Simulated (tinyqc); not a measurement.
Worked calculation: Holstein polaron on two sites. Computed by tinyqc, a small Python program that keeps every step. Command: `OMP_NUM_THREADS=1 python tinyqc.py 3028728 3028729 out.jsonl holstein walk`. One thread of a shared host (Intel(R) Xeon(R) Processor @ 2.30GHz), about 0.01 s of CPU time with the checks. Intermediate numbers are printed to about 6 digits and carried at full precision; extremes and crossings named in words are read from the listed rows.

One electron on sites 1 and 2: H = -t (c1+ c2 + c2+ c1) + hbar omega sum_i b_i+ b_i - g hbar omega sum_i n_i (b_i + b_i+). The symmetric phonon shifts the energy by -g^2 hbar omega/2 and drops out; with b = (b_1 - b_2)/sqrt(2) there remains H = -t sigma_x + hbar omega b+ b - (g hbar omega/sqrt(2)) sigma_z (b + b+). Parity splits it into blocks p = +1 and -1 over phonon numbers n. Zero-point energies are left out. Weights Z refer to mode b alone; the displaced symmetric mode multiplies the full zero-phonon weight by exp(-g^2/2).

Inputs (values chosen for the exercise, for a model dimer): hopping t = 54 meV; phonon energy hbar omega = 133 meV; coupling g = 0.348; phonon levels kept N = 3.

## Energy scales

Polaron binding energy E_p = g^2 hbar omega; ratio E_p/t (the adiabatic potential has two wells when it exceeds 1); adiabaticity hbar omega/t.

E_p = 16.1068 meV

E_p/t = 0.298275

hbar omega/t = 2.46296

## The even block in a small basis

Block p: H_nn = n hbar omega - p t (-1)^n - g^2 hbar omega/2, H_(n,n+1) = -(g hbar omega/sqrt(2)) sqrt(n + 1). Take p = +1 and n = 0..N-1.

H, even block (meV):
$$\begin{pmatrix}
-62.053 & -32.728 & 0.000 \\
-32.728 & 178.947 & -46.284 \\
0.000 & -46.284 & 203.947
\end{pmatrix}$$

## Levels in the small basis

Diagonalise H; the eigenvector has its largest component positive; Z is the weight of n = 0.

levels (meV): [-66.562, 146.674, 240.727]

lowest eigenvector: [0.990376, 0.136424, 0.023342]

Z in the small basis = 0.980844

## Converged results

Use 60 levels in both blocks; Z = c_0^2 is the weight of n = 0 in the ground state c; the splitting is the lowest odd level less the lowest even one, which without coupling is the smaller of 2t and hbar omega; <sigma_x> = sum (-1)^n c_n^2 measures the kinetic energy.

ground-state energy = -66.5652 meV

weight Z of n = 0 in mode b = 0.980781

mean phonon number in b = 0.0198066

splitting = 87.3362 meV

splitting/(2t) = 0.808669

<sigma_x> = 0.962706

The small basis misses the ground-state energy by 0.00356 meV. Mode b stays mostly in its zero-phonon state.

## Approximations to the ground state

Second order: E = -t - E_p/2 - (E_p/2) hbar omega/(hbar omega + 2t). Lang-Firsov: E = -E_p - t exp(-g^2). Variable displacement: E(x) = -E_p/2 - t exp(-g^2 x^2) - (E_p/2)(2x - x^2), minimised over 0 <= x <= 1. Adiabatic, classical lattice: E = -E_p/2 - t for E_p < t, else -E_p - t^2/(2 E_p); it leaves out the change of zero-point energy.

Ground-state energy (meV):
```
method                        E  E - exact
second order in g      -66.4978    0.06737
Lang-Firsov            -63.9477    2.61751
variable displacement  -66.5353    0.02986
adiabatic, classical   -62.0534    4.51179
```

best displacement x = 0.56128

Closest here is variable displacement (+0.03 meV), furthest adiabatic, classical (+4.51 meV), at hbar omega/t = 2.46 and E_p/t = 0.30. Lang-Firsov and variable displacement are variational and lie above the exact value. The Lang-Firsov narrowing exp(-g^2) = 0.886 compares with the exact splitting ratio 0.809.

Checks made by the program: 60 against 80 levels (relative difference below 1e-10); Hellmann-Feynman: dE/dt = -<sigma_x> (relative difference below 1e-10).
